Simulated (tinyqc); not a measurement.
# Frequency dispersion of an accumulation capacitance by border traps, distributed model, step by step

Numbers from tinyqc (`OMP_NUM_THREADS=1 python tinyqc.py 2202092 2202093 out.jsonl`; about 0.4 s on one thread of a shared Intel Xeon 2.30GHz). Printed values are rounded.

Traps spread evenly through the insulator exchange electrons with the semiconductor by tunnelling, with tau(x) = t0 exp(2 ka x) at depth x from the interface. The admittance per area Y seen at depth x obeys dY/dx = -Y^2/(i w eps0 eox) + q Nb ln(1 + i w tau)/tau, with Y(0) = i w Cs and w = 2 pi f; the gate sees Y(tox) = G + i w C. Working variable y = Y/(i w), in uF/cm^2. Cox = eps0 eox/tox.

Inputs (values chosen for the exercise); permittivity close to that of aluminium oxide: relative permittivity of the insulator eox = 8.4; insulator thickness tox = 5.8 nm; semiconductor capacitance in accumulation Cs = 2.1 uF/cm^2; density of border traps Nb = 2.7e19 cm^-3 eV^-1; decay constant of the wave function in the insulator ka = 6.5 1/nm; time constant of a trap at the interface t0 = 4e-9 s; frequency f = 10000 Hz; depth down to which the steps are taken xe = 1 nm.

Constants: q = 1.602176634e-19 C, eps0 = 8.8541878128e-14 F/cm where lengths are in cm. Results are converted to the units shown.

## Scales and lumped estimate

Cox; trap-free value 1/(1/Cox + 1/Cs); response depth d = ln(1/(w t0))/(2 ka), where w tau = 1; lumped estimate: all traps within d act as C_bt = q Nb d placed at d/2, so C = 1/{1/[1/(1/Cs + d/(2 eps0 eox)) + C_bt] + (tox - d/2)/(eps0 eox)}.

Cox = 1.28233 uF/cm^2
trap-free C = 0.796165 uF/cm^2
d = 0.637596 nm
C_bt = 0.275816 uF/cm^2
lumped C = 0.839619 uF/cm^2

The traps within reach amount to 0.131 Cs and lie in the first 11.0 % of the insulator.

## Midpoint steps through the active depth

In terms of y: dy/dx = -y^2/(eps0 eox) + s(x), s = q Nb ln(1 + z)/z, z = i w tau. 8 midpoint steps of h = xe/8: y_half = y + (h/2) y'(x, y), y(new) = y + h y'(x + h/2, y_half).

```
point  x (nm)    s (uF/(cm^2 nm))       y (uF/cm^2)
0           0  0.432588-0.000054i  2.10000+0.00000i
1       0.125  0.432587-0.000276i  2.08066-0.00002i
2        0.25  0.432582-0.001402i  2.06263-0.00009i
3       0.375  0.432432-0.007116i  2.04580-0.00047i
4         0.5  0.428624-0.035661i  2.02999-0.00241i
5       0.625  0.358668-0.138278i  2.01298-0.01163i
6        0.75  0.134741-0.149247i  1.97645-0.03204i
7       0.875  0.030133-0.060997i  1.92061-0.04208i
8           1  0.006076-0.018329i  1.86221-0.04352i
```

## Capacitance and conductance at the gate

y at xe = 1.86221-0.04352i uF/cm^2

Beyond xe the traps are ignored, so 1/y(tox) = 1/y(xe) + (tox - xe)/(eps0 eox); C = Re y, G/w = -Im y, loss tangent G/(w C).

y at the gate = 0.845872-0.008975i uF/cm^2
C = 0.845872 uF/cm^2
G/w = 0.00897539 uF/cm^2
loss tangent = 0.0106108

A fine integration over the whole insulator gives C = 0.84609 and G/w = 0.009309 uF/cm^2; the coarse G/w is 3.6 % below that. The fine C is 6.3 % above the trap-free value, and the lumped estimate is 0.77 % below the fine result.
